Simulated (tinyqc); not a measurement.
Speciation in dilute and buffered hydrofluoric acid, oxide etch rate and bath loading: one step, computed by the program tinyqc. Command: `OMP_NUM_THREADS=1 python tinyqc.py 3120308 3120309 out.jsonl hfetch walk`. One thread of a shared host (Intel(R) Xeon(R) Processor @ 2.30GHz), about 0.01 s of CPU time with the checks.

Concentrations stand for activities, NH4+ and Cl- are spectators, and water ionisation is neglected. H, F and HF2 denote the ions H+, F- and HF2-. The base temperature is 298 K.

Task: One trial. Fluoride balance: [HF] + [F] + 2 [HF2] + 2 [H2F2] = HF added + NH4F added. Acid balance: [H] + [HF] + [HF2] + 2 [H2F2] = HF added + HCl added. For a trial [H], [HF] = [H][F]/K1, and the fluoride balance is a quadratic in [F]. Take pH = 3. The residual is the left side of the acid balance less the right.

Inputs (values chosen for the exercise, of the order of those for thermal oxide at room temperature): HF added = 1 mol/L; NH4F added = 0.72 mol/L; HCl added = 0 mol/L; K1 = [H][F]/[HF] = 0.00065 mol/L; K2 = [HF2]/([HF][F]) = 3.76 L/mol; K3 = [H2F2]/[HF]^2 = 2.48 L/mol.

Give: [F]; [HF]; [HF2]; [H2F2]; residual.

Result:

[F] = 0.2226 mol/L

[HF] = 0.3425 mol/L

[HF2] = 0.2866 mol/L

[H2F2] = 0.2908 mol/L

residual = 0.2118 mol/L

The residual is positive: the trial holds too much acid, so the pH lies above 3.
